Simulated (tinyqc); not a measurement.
Ways to converge the cycle: SCF convergence aids in the sto-3g basis, for Be+, spin multiplicity 2. Computed by the program tinyqc with PySCF. UHF with one setting changed at a time; a run stops when the energy changes by less than 1e-09 hartree and the error matrix is below 1e-5. The start is the core Hamiltonian. Damping d keeps d of the old density; a shift (hartree) raises the virtual levels; DIIS n extrapolates F over n matrices.

Geometry (angstrom):

| atom | x | y | z |
|---|---|---|---|
| Be | 0.0000 | 0.0000 | 0.0000 |

lowest solution found by these runs and by PySCF with stability checks = -14.097843 hartree

Largest element of the error matrix X^T (FDS - SDF) X:

| iteration | plain | damping 0.3 | damping 0.6 | shift 0.4 | DIIS 3 | DIIS 8 |
|---|---|---|---|---|---|---|
| 1 | 1.8e-01 | 1.8e-01 | 1.8e-01 | 1.8e-01 | 1.8e-01 | 1.8e-01 |
| 2 | 2.0e-02 | 7.0e-02 | 1.2e-01 | 3.3e-02 | 2.0e-02 | 2.0e-02 |
| 3 | 2.3e-03 | 2.6e-02 | 7.7e-02 | 6.0e-03 | 9.1e-16 | 9.1e-16 |
| 4 | 2.5e-04 | 9.9e-03 | 4.9e-02 | 1.1e-03 | 9.4e-16 | 9.4e-16 |
| 5 | 2.8e-05 | 3.8e-03 | 3.2e-02 | 1.9e-04 | - | - |
| 6 | 3.1e-06 | 1.4e-03 | 2.1e-02 | 3.5e-05 | - | - |
| 8 | - | 2.0e-04 | 8.5e-03 | - | - | - |
| 10 | - | 2.9e-05 | 3.5e-03 | - | - | - |
| 14 | - | 5.9e-07 | 6.1e-04 | - | - | - |
| 20 | - | - | 4.4e-05 | - | - | - |
| 30 | - | - | 5.4e-07 | - | - | - |

How each run ends:

| run | iterations | E (hartree) | state |
|---|---|---|---|
| plain | 6 | -14.09784 | lowest found |
| damping 0.3 | 16 | -14.09784 | lowest found |
| damping 0.6 | 32 | -14.09784 | lowest found |
| shift 0.4 | 7 | -14.09784 | lowest found |
| DIIS 3 | 4 | -14.09784 | lowest found |
| DIIS 8 | 4 | -14.09784 | lowest found |

What does the comparison show, and why?

6 of 6 runs reach the lowest solution found, in 4 to 32 iterations (fastest: DIIS 3, DIIS 8). Plain steps already contract here, so damping only slows them. DIIS 3 and DIIS 8 gain by cancelling the error over several earlier matrices, much as a quasi-Newton step does.
